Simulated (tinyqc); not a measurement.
# Which input was changed?

Model: hot carriers by balance equations with a heated Maxwellian. Computed by tinyqc, a small Python program. Command: `OMP_NUM_THREADS=1 python tinyqc.py 3014426 3014427 out.jsonl hot which`. One thread of a shared host (Intel(R) Xeon(R) Processor @ 2.30GHz), about 0.2 s of CPU time with the checks.

The carriers follow a Maxwellian at an electron temperature T_e, slightly displaced; the drift energy is neglected against k_B T_e. The balance averages the rate, not the time, so mu_0 lies below the relaxation-time value.

Inputs (values chosen for the exercise, modelled on electrons in diamond): effective mass m = 0.492 m_0; density rho = 3515 kg/m^3; sound velocity v_l = 17900 m/s; acoustic deformation potential D_A = 9.4 eV; phonon energy hbar w = 144 meV; optical or intervalley deformation potential D_o = 8.8 1e8 eV/cm; final valleys Z_f = 5; lattice temperature T = 100 K; electric field F = 4.5 kV/cm; iteration cap = 300.

Band: parabolic. Solver: Newton.

Constants: k_B = 8.617333262e-05 eV/K; k_B = 1.380649e-23 J/K; e = 1.602176634e-19 C; hbar = 1.054571817e-34 J s; m_0 = 9.1093837015e-31 kg; hbar = 6.582119569e-16 eV s.

Method:
- Parabolic band: E = hbar^2 k^2/(2 m), speed v = hbar k/m, states per spin, volume and energy g(E) = m k/(2 pi^2 hbar^2). Masses are multiplied by m_0 and all formulas are in SI units.
- Phonon occupation N_q = 1/(exp(hbar w/(k_B T)) - 1).
- Acoustic deformation potential (elastic, equipartition, absorption and emission together): 1/tau = 2 pi k_B T D_A^2 g(E)/(hbar rho v_l^2).
- Optical or intervalley deformation potential: 1/tau = (pi Z_f D_o^2/(rho w)) [N_q g(E + hbar w) + (N_q + 1) g(E - hbar w)], with g = 0 below the band edge.
- Averages over the Maxwellian, <y> = int y x^(1/2) exp(-x) dx / int x^(1/2) exp(-x) dx with x = E/(k_B T_e), split at x_0 = hbar w/(k_B T_e): 64 Gauss-Legendre points in sqrt(x) below it and 128 in sqrt(x - x_0) above it, up to x = 32. Momentum balance: mu(T_e) = e/(m nu), nu = <x (sum of rates)>/<x>. Power lost per carrier: P(T_e) = hbar w <emission rate - absorption rate> + <(2 m v_l^2/(k_B T)) (E - 2 k_B T) acoustic rate>.
- Energy relaxation time at weak heating: tau_E = (3/2) k_B / (dP/dT_e), the derivative by a central difference of +/- 0.5 K at T_e = T.
- Newton: h(T_e) = P - e mu F^2, T_new = T_e - h/h', with h' by a central difference of +/- 0.5 K, limited to the range T to 3 T_e.
- Start at T_e = 1.5 T; stop when T_e moves by less than 1e-6 K or exceeds 1e6 K.
- v = mu(T_e) F; warm-carrier coefficient (mu/mu_0 - 1)/F^2.

Question. One of these inputs alone was changed, within the range given: phonon energy hbar w (72 to 288); optical or intervalley deformation potential D_o (4.4 to 17.6); lattice temperature T (80 to 200); electric field F (2.25 to 9). Which one, and to what value?

Results:
```
run     electron temperature T_e (K)  drift velocity (1e7 cm/s)  low-field mobility mu_0 (cm^2/(V s))
before                      446.3900                   1.081583                              21058.57
after                       607.5055                   1.223189                              21059.63
```

Answer.

Each candidate set to reproduce electron temperature T_e, and what it then gives:
```
candidate                                                     range searched  value needed  drift velocity (1e7 cm/s)  low-field mobility mu_0 (cm^2/(V s))
phonon energy hbar w (meV)                                         72 to 288         200.0                     1.2232                                 21060
optical or intervalley deformation potential D_o (1e8 eV/cm)     4.4 to 17.6         5.323                     1.1685                                 21059
lattice temperature T (K)                                          80 to 200  out of reach                          -                                     -
electric field F (kV/cm)                                           2.25 to 9  out of reach                          -                                     -
```

Only phonon energy hbar w fits every result: it went from 144 to 200 meV. The next best candidate, optical or intervalley deformation potential D_o, misses one result by 4.5 %.

Caution: the drift energy m v^2/2 is not small against the heating (3/2) k_B (T_e - T), so T_e - T is rough.
